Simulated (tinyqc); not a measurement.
# Resistance of a source-drain extension with a graded tip: two studies

y runs along the channel, the gate covers y > 0. The doping is N0 for y < y0 and N0 10^(-(y - y0)/la) beyond, uniform over the depth xj. Sheet conductance s(y) = q mu(N) max(N - Nch, 0) xj + (for y > 0) ma Cox Vo, with mu(N) = u0 + (u1 - u0)/(1 + (N/Nr)^au) and Cox = eps0 eox/tox. Current is taken as one-dimensional; depletion of the tip, spreading and the contact are left out. The metallurgical junction lies at yj, where N = Nch.

Values chosen for this exercise; mobility law close to that of electrons in silicon: relative permittivity of the gate insulator (close to silicon nitride) eox = 7.4; insulator thickness tox = 3 nm; active doping of the extension far from the gate N0 = 2.9e20 cm^-3; lateral abruptness la = 2 nm/decade; depth of the extension xj = 26 nm; channel doping Nch = 5.1e17 cm^-3; spacer length Ls = 21 nm; gate overdrive Vo = 0.37 V; mobility of the gate-induced layer ma = 140 cm^2/(V s); mobility at low doping u1 = 1414 cm^2/(V s); mobility at high doping u0 = 68.5 cm^2/(V s); reference doping Nr = 9.2e16 cm^-3; exponent au = 0.711; gate length Lg = 45 nm.

Constants: q = 1.602176634e-19 C, eps0 = 8.8541878128e-14 F/cm where lengths are in cm. Results are converted to the units shown.

Each table varies one quantity; the others keep the values above.

## Abruptness at a fixed junction position

R_spacer = integral of dy/s from -Ls to 0, R_ov from 0 to yj, R_channel = (Lg - 2 yj)/(ma Cox Vo), R_total = 2 R_spacer + 2 R_ov + R_channel. Electrical length L_eff = ma Cox dR_total/d(1/Vo); R_series = R_total - L_eff/(ma Cox Vo). y0 is moved with la so that yj stays at 6.5097 nm.

The same in every row: yj (nm) = 6.510; R_channel (ohm um) = 282.7.

Abruptness at a fixed junction position:
```
la (nm/decade),R_spacer (ohm um),R_ov (ohm um),R_total (ohm um),L_eff (nm),R_series (ohm um)
1,2.390,6.972,301.4,32.75,11.96
2.1,2.390,13.84,315.1,33.58,18.28
3.1,2.669,19.81,327.6,34.34,24.07
4.2,4.460,25.07,341.7,35.14,31.09
5.3,8.005,29.01,356.7,35.87,39.67
6.3,12.54,31.77,371.3,36.45,49.15
7.4,18.73,34.20,388.5,37.01,61.43
8.5,25.96,36.16,406.9,37.50,75.49
```

As la goes from 1 to 8.5 nm/decade, R_total rises from 301 to 407 ohm um, R_spacer rises from 2.39 to 26.0 ohm um and R_ov rises from 6.97 to 36.2 ohm um. R_total changes on average by 14.1 ohm um for each nm/decade. L_eff exceeds the metallurgical length by 0.765 nm in the first row and 5.52 nm in the last, since the gate also controls the lightly doped tips.

## Effect of the position under the gate where the fall begins

Same model as above.

Result of one run:
```
y0 (nm),yj (nm),R_spacer (ohm um),R_ov (ohm um),R_channel (ohm um),R_total (ohm um),L_eff (nm),R_series (ohm um)
8,13.51,2.390,14.00,158.9,191.7,19.51,19.26
```

What becomes of these results when the position under the gate where the fall begins (gate edge at 0) y0 is changed from 8 to -4 nm, all else the same?

Result of the changed run:
```
y0 (nm),yj (nm),R_spacer (ohm um),R_ov (ohm um),R_channel (ohm um),R_total (ohm um),L_eff (nm),R_series (ohm um)
-4,1.510,8.058,8.433,371.1,404.1,43.27,21.57
```

The whole series:
```
y0 (nm),yj (nm),R_spacer (ohm um),R_ov (ohm um),R_channel (ohm um),R_total (ohm um),L_eff (nm),R_series (ohm um)
-4,1.510,8.058,8.433,371.1,404.1,43.27,21.57
-2,3.510,2.956,12.35,335.7,366.3,39.50,17.20
0,5.510,2.390,13.10,300.4,331.3,35.51,17.48
2,7.510,2.390,13.32,265.0,296.4,31.51,17.93
4,9.510,2.390,13.55,229.6,261.5,27.51,18.37
6,11.51,2.390,13.77,194.3,226.6,23.51,18.82
8,13.51,2.390,14.00,158.9,191.7,19.51,19.26
```

As y0 goes from -4 to 8, R_total falls from 404 to 192 ohm um, L_eff falls from 43.3 to 19.5 nm and R_series goes from 21.6 through a minimum of 17.2 (at y0 = -2 among the rows listed) to 19.3 ohm um. More overlap also shortens the channel and adds capacitance, effects on threshold and speed that are left out.

Program tinyqc, `OMP_NUM_THREADS=1 python tinyqc.py 2282154 2282155 out.jsonl`; Intel Xeon 2.30GHz, shared host, one thread, about 0.04 s.
